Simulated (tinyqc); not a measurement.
Comparisons within one model: valley splitting of a silicon quantum well in envelope theory. A value that a table varies takes the place of the one given here.

The well lies at 0 < z < L; U(z) = V0 [1/(1 + exp(z/w)) + 1/(1 + exp((L - z)/w))] - e F z, 1 mV/nm = 1e-4 eV/angstrom. The envelope psi solves -(c/ml) psi'' + U psi = E psi, c = hbar^2/2m0, by three-point differences on a grid of 0.1 angstrom from -40 to L + 40 angstrom. The two valleys at +/- k0 couple through D = C0 times the integral of exp(-i q z) U(z) psi^2, q = 2 k0 (2 pi/a), and split by Ev = 2|D|.

Random alloy: with Y(z) = Yw + (Yb - Yw) B(z), B the bracket in U, and in-plane density exp(-r^2/ad^2)/(pi ad^2), D gains a random complex part of variance sigma^2 = (C0^2/pi)(a^2 V0/(8 ad (Yb - Yw)))^2 (4/a) times the integral of psi^4 Y (1 - Y). Alone it gives a mean splitting sqrt(pi) sigma; together with the smooth part the rms splitting is 2 sqrt(|D|^2 + sigma^2).

Constants: hbar^2/2m0 = 3.80998211 eV angstrom^2.

Parameters, chosen for this exercise (near those of a strained Si well in SiGe; the results hold for these values, not for the real material): L = 66 angstrom (well width); V0 = 0.19 eV (conduction offset); ml = 0.907 m0 (mass along z); F = 13.3 mV/nm (field pressing towards the upper interface); k0 = 0.842 2 pi/a (valley position); a = 5.431 angstrom (lattice constant); C0 = 0.282 (Bloch overlap factor); Yb = 0.29 (Ge share of the barrier); Yw = 0.02 (Ge share of the well); ad = 110 angstrom (dot radius); ws = (0.4, 0.5, 1, 1.5, 1.9, 3.3, 4.7) angstrom (interface widths); Ls = (66, 67.4, 68.7, 70.1, 71.4, 72.8, 74.1, 75.5) angstrom (widths in steps of one atomic layer, a/4, rounded to the grid); F2 = 0.5 mV/nm (second field, zero or weak); w1 = 0.8 angstrom (interface width for this table); w = 1 angstrom (interface width parameter).

## Sharpness of the interface

The smooth part 2|D| and the disorder part against w, beside y/sinh(y) with y = pi q w. The 12 to 88 % width of the step is 4w.

Results:
```
w (angstrom)  4w (angstrom)  2|D| (micro-eV)  y/sinh(y)  sqrt(pi) sigma (micro-eV)
0.4                     1.6           165.87       0.43                      135.8
0.5                     2.0           112.48       0.29                      135.9
1.0                     4.0            10.99      0.027                      136.7
1.5                     6.0             0.83     0.0019                      137.9
1.9                     7.6             0.10    0.00021                      139.1
3.3                    13.2             0.00    6.8e-08                      144.6
4.7                    18.8             0.00    1.8e-11                      152.2
```

What can be read from the table?

The smooth part needs a Fourier component of U psi^2 at a wavelength of 3.23 angstrom; from the first row to the third it falls by a factor 15.1, while y/sinh(y) falls by 15.9 (the envelope near the step and the phase between the two interfaces change too). The disorder part goes from 135.8 to 152.2 micro-eV, growing as the electron overlaps more alloy. It takes over between w = 0.4 and 0.5 angstrom, that is a step 1.6 to 2.0 angstrom wide, with 1.36 angstrom to an atomic layer.

## Adding atomic layers

The smooth splitting Ev = 2|D| with w = w1, at the field F2 and at F.

Results:
```
L (angstrom)  q L mod 2 pi  Ev at F2 (micro-eV)  Ev at F (micro-eV)
66.0                  2.92                 3.80                29.3
67.4                  5.65                 7.77                29.4
68.7                  1.90                 1.17                29.3
70.1                  4.62                 6.96                29.3
71.4                  0.87                 3.85                29.3
72.8                  3.60                 4.69                29.3
74.1                  6.13                 5.55                29.3
75.5                  2.58                 1.91                29.3
```

What can be read from the table?

At F2 the splitting swings between 1.17 and 7.77 micro-eV, a ratio of 6.63, as the two interfaces add with the phase q L, which advances on average by 2.65 rad a layer. At F the ratio is 1.00, where in the first row psi^2 at the upper interface is 472 times that at the lower one: one interface dominates and the interference fades.

## What each parameter does

Orbital spacing, psi^2 at z = L, the smooth splitting and sigma; V0 is held fixed when Yw changes. Each row changes one parameter from the base and keeps the others.

Results:
```
case               E2 - E1 (meV)  psi^2(L) (1e-3/angstrom)  2|D| (micro-eV)  sigma (micro-eV)
base                       34.93                     6.307            10.99              77.1
ad = 150 angstrom          34.93                     6.307            10.99              56.6
Yw = 0.05                  34.93                     6.307            10.99             133.2
L = 72 angstrom            34.24                     6.295            11.00              77.1
V0 = 0.237 eV              35.27                     4.889            11.00              95.7
w = 1.3 angstrom           34.96                     5.967             2.37              77.5
F = 19.95 mV/nm            44.14                     9.592            16.80              83.7
k0 = 0.822 2 pi/a          34.93                     6.307            12.77              77.1
C0 = 0.338                 34.93                     6.307            13.18              92.5
```

How do the results move?

The largest shifts from the base row, up to three for each result and ties (the steps differ in size, so this ranks the rows, not the parameters). E2 - E1 (meV): F +9.21, L -0.70, V0 +0.34; unchanged at the printed digits by ad, Yw, k0 and C0. psi^2(L) (1e-3/angstrom): F +3.285, V0 -1.417, w -0.339; unchanged at the printed digits by ad, Yw, k0 and C0. 2|D| (micro-eV): w -8.62, F +5.80, C0 +2.18; unchanged at the printed digits by ad and Yw. sigma (micro-eV): Yw +56.0, ad -20.6, V0 +18.6; unchanged at the printed digits by L and k0.

Program tinyqc; command `OMP_NUM_THREADS=1 python tinyqc.py 1251680 1251681 out.jsonl`; about 0.09 s on one thread of a shared Intel(R) Xeon(R) Processor @ 2.30GHz.
